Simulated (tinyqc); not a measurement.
Capacitance shares from swing and barrier lowering.

Inverse problem. Below threshold the charge is negligible, so the band edge moves as -(aG Vg + aD Vd), aG = CG/CS, aD = CD/CS (CG, CD the capacitances of the barrier top to gate and drain, CS the total), and I goes as exp((aG Vg + aD Vd)/Vt) once Vd is well above Vt. Find aG, aD, CS and CD.

Values chosen for this exercise: temperature T = 250 K.

Constants: q = 1.602176634e-19 C, kB = 1.380649e-23 J/K, Vt = kB T/q. Results are converted to the units shown.

swing = 57.680649 mV/decade
DIBL = 104.65116 mV/V
CG = 1.3652275 pF/cm

Answer. The swing is Vt ln 10/aG and the DIBL, -dVg/dVd at fixed current, is aD/aG.

aG = 0.8600
aD = 0.09000
CS = 1.587 pF/cm
CD = 0.1429 pF/cm

Computed by the program tinyqc: `OMP_NUM_THREADS=1 python tinyqc.py 2400129 2400130 out.jsonl`, one thread of a shared Intel Xeon 2.30GHz, about 0.05 s for the whole run.
